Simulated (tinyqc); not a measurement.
Away from the valley: two-band massive Dirac model of the K valleys.

Basis (conduction, valence): H = [[D/2, a t (tau kx - i ky)], [a t (tau kx + i ky), -D/2 + lam tau sz]], valley tau = +/-1, spin sz = +/-1. The gap of a spin and valley is G = D - lam tau sz. Berry curvature Omega = curl of i<u|grad u>; for the conduction band Omega_c = -tau 2 a^2 t^2 G/(G^2 + 4 a^2 t^2 k^2)^(3/2), and Omega_v = -Omega_c.

Parameters, chosen for this exercise (near those used for monolayer MoSe2; the results hold for these values, not for the real material):
- a = 3.305 angstrom (lattice constant)
- D = 1.5 eV (gap parameter)
- t = 1 eV (effective hopping)
- lam = 0.081 eV (half the valence spin splitting)

Flavour tau = +1, sz = +1. Parabolic transition energy G + 2 a^2 t^2 k^2/G; degree of circular polarisation eta = 2 cos(theta)/(1 + cos^2(theta)). The last column is the Berry flux of the conduction band inside |k|, over 2 pi: -(1 - cos(theta))/2, cos(theta) = G/(transition energy).

Along |k|:
```
|k| (1/angstrom),transition (eV),parabolic (eV),Omega_c (angstrom^2),eta,flux/2 pi
0.000,1.4190,1.4190,-10.849,1.0000,0.0000
0.025,1.4286,1.4286,-10.632,1.0000,-0.0034
0.050,1.4570,1.4575,-10.023,0.9997,-0.0130
0.075,1.5031,1.5056,-9.128,0.9983,-0.0280
0.100,1.5654,1.5730,-8.081,0.9952,-0.0468
0.150,1.7311,1.7654,-5.976,0.9806,-0.0901
0.200,1.9394,2.0348,-4.250,0.9531,-0.1342
0.300,2.4384,2.8046,-2.138,0.8694,-0.2090
```

The curvature halves at |k| = 0.165 1/angstrom, where 2 a t k = 0.766 G. At 0.3 the parabola is 366 meV too high, eta has fallen only to 0.869, and the flux has reached -0.209 of the -1/2 that a whole cone holds. The real bands leave this model beyond about 0.1 to 0.2 1/angstrom, where trigonal warping and other bands enter.

tinyqc: `OMP_NUM_THREADS=1 python tinyqc.py 1480325 1480326 out.jsonl`; about 0.01 s, one thread, shared Intel(R) Xeon(R) Processor @ 2.30GHz.
